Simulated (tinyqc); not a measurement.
Worked calculation: admittance spectroscopy and thermally stimulated current of one trap level in a depletion layer. Computed by tinyqc, a small Python program that keeps every step. Command: `OMP_NUM_THREADS=1 python tinyqc.py 3110148 3110149 out.jsonl admit walk`. One thread of a shared host (Intel(R) Xeon(R) Processor @ 2.30GHz), about 0.01 s of CPU time with the checks. Intermediate numbers are printed to about 6 digits and carried at full precision; extremes and crossings named in words are read from the listed rows.

A Schottky junction on n-type material holds one donor-like electron trap; shallow donors are fully ionised and abrupt depletion edges are assumed.

Inputs (values chosen for the exercise, modelled on n-type silicon):
```
quantity                         value    unit
dielectric constant eps           11.7       -
density-of-states mass m          1.09     m_0
shallow doping N               2.7e+15  1/cm^3
trap density N_t                 7e+13  1/cm^3
trap depth E_t below the band    0.547      eV
capture cross section sigma      1e-15    cm^2
band bending V_b                  0.93       V
test frequency f                  1000      Hz
heating rate beta                  1.2     K/s
```

Constants: k_B = 1.380649e-23 J/K; m_0 = 9.1093837015e-31 kg; h = 6.62607015e-34 J s; k_B = 8.617333262e-05 eV/K; eps_0 = 8.8541878128e-12 F/m; e = 1.602176634e-19 C.

## Temperature of the peak

N_c = 2 (2 pi m k_B T/h^2)^(3/2), v_th = sqrt(3 k_B T/m), emission rate e_n = sigma v_th N_c exp(-E_t/(k_B T)). Where the level crosses the Fermi level capture equals emission, so the trap follows the signal with the rate 2 e_n; G/omega peaks at omega = 2 e_n (the correction for large N_t/N is left out). Solve 2 e_n(T_p) = 2 pi f.

peak temperature T_p = 339.702 K

N_c at T_p = 3.44094e+19 1/cm^3

e_n at T_p = 3141.59 1/s

E_c - E_F = k_B T_p ln(N_c/N) = 0.276715 eV

## The capacitance step

With E_c - E_F = k_B T_p ln(N_c/N): lambda = sqrt(2 eps eps_0 (E_t - (E_c - E_F))/(e^2 N)); traps are empty and charged for x < x_t = w - lambda, and V_b = e (N w^2 + N_t x_t^2)/(2 eps eps_0). High frequency: C_hf = eps eps_0/w. Low frequency: C_lf = eps eps_0 (N + N_t)/(N w + N_t x_t).

lambda = 359.796 nm

depletion width w = 665.582 nm

crossing point x_t = 305.786 nm

C_hf = 15.5644 nF/cm^2

C_lf = 15.7800 nF/cm^2

step (C_lf - C_hf)/C_hf = 0.0138499

small-N_t estimate (N_t/N)(lambda/w) = 0.0140149

Reading N_t/N straight from the step would give 0.0138 against the true 0.0259: the factor lambda/w must be known.

## Scan in temperature at fixed frequency

With x = omega/(2 e_n): C = C_hf + (C_lf - C_hf)/(1 + x^2), G/omega = (C_lf - C_hf) x/(1 + x^2); C_hf and C_lf are held at their values at T_p.

Admittance:
```
T (K)  omega/(2 e_n)  C (nF/cm^2)  G/omega (nF/cm^2)
298.9        16.5553      15.5652           0.012974
312.5         6.0104      15.5702           0.034899
322.7         2.9660      15.5864           0.065261
332.9         1.5254      15.6292           0.098839
339.7         1.0001      15.6722           0.107783
346.5         0.6662      15.7137           0.099463
356.7         0.3723      15.7537           0.070483
370.3         0.1797      15.7732           0.037524
387.3         0.0774      15.7787           0.016587
```

The peak of G/omega is half the step, 0.108 nF/cm^2. Its full width is near 2 ln(2 + sqrt3) k_B T_p^2/(E_t + 2 k_B T_p) = 43.3 K.

## Arrhenius plot

T_p for 0.1, 0.3, 1, 3 and 10 f; least-squares lines of ln(e_n/T^2) and of ln(e_n) against 1/(k_B T), e_n = pi f; sigma = exp(intercept)/(v_th N_c/T^2).

Peaks:
```
f (Hz)  T_p (K)  1/(k_B T) (1/eV)  ln(e_n/T^2)  ln(e_n)
100     305.522           37.9826     -5.69414   5.7499
300     320.970           36.1545     -4.69418   6.8485
1000    339.702           34.1609     -3.60365   8.0525
3000    358.702           32.3514     -2.61389   9.1511
10000   381.976           30.3802     -1.53565  10.3551
```

depth from e_n/T^2 = 0.547 eV

cross section from the intercept = 1.00e-15 cm^2

depth without the T^2 = 0.605702 eV

Leaving out T^2 adds 59 meV, near 2 k_B T_p = 59 meV.

## Thermally stimulated current

Thermally stimulated current without retrapping: filled share n(T) = exp(-(1/beta) int e_n dT), current proportional to e_n n; the peak obeys beta (E_t/(k_B T^2) + 2/T) = e_n(T). The integral starts at 0.5 T_m and uses 4000 trapezoid steps to 1.2 T_m. Chen's first-order estimate from the full width W = T_2 - T_1 between the half-height points: E = 2.52 k_B T_m^2/W - 2 k_B T_m.

peak temperature T_m = 228.348 K

lower half-height T_1 = 217.897 K

upper half-height T_2 = 235.855 K

filled share at T_m = 0.390379

E_t/(k_B T_m) = 27.7982

symmetry factor (T_2 - T_m)/(T_2 - T_1) = 0.418011

depth by Chen's formula = 0.591158 eV

The slow ramp empties the trap at 228 K, far below the admittance peak at 340 K, since the rate asked for is 0.16 per second instead of 3100. Chen's formula, made for a constant prefactor, gives 44 meV more than E_t.

Checks made by the program: C_lf against dQ/dV by differences (relative difference below 1e-10); depth recovered (relative difference below 1e-10); peak of the integrated curve (relative difference 2e-05).
